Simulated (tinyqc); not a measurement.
From results back to parameters: special k points of the square lattice. Four cases, with inputs chosen for the exercise.

Problem. E(k) = -sqrt(D^2 + (e0 - t A_1(k))^2) with A_1 = 4 at Gamma and A_1 = 0 at b1/2; t > 0 and D > 0 are hidden.

Find: t; D.

Method. The difference of the squares is 16 t^2 - 8 e0 t; it is positive, so the quadratic has one positive root t; D^2 follows from either energy.

Case 1.

Values chosen: e0 = 1.55 eV (offset).
E at Gamma = -3.850325 eV
E at b1/2 = -2.815138 eV

Solution.

t = 1.150 eV
D = 2.350 eV

Case 2.

Values chosen: e0 = 1.43 eV (offset).
E at Gamma = -2.155226 eV
E at b1/2 = -1.847647 eV

Solution.

t = 0.810 eV
D = 1.170 eV

Case 3.

Values chosen: e0 = 1.55 eV (offset).
E at Gamma = -2.246108 eV
E at b1/2 = -2.042401 eV

Solution.

t = 0.840 eV
D = 1.330 eV

Case 4.

Values chosen: e0 = 1.54 eV (offset).
E at Gamma = -4.785394 eV
E at b1/2 = -2.604151 eV

Solution.

t = 1.460 eV
D = 2.100 eV

Computed by tinyqc, one run a case: `OMP_NUM_THREADS=1 python tinyqc.py N N+1 out.jsonl` with N = 1681289, 1681344, 1682447, 1682676; one thread of a shared Intel(R) Xeon(R) Processor @ 2.30GHz, about 0.1 s a run at most.
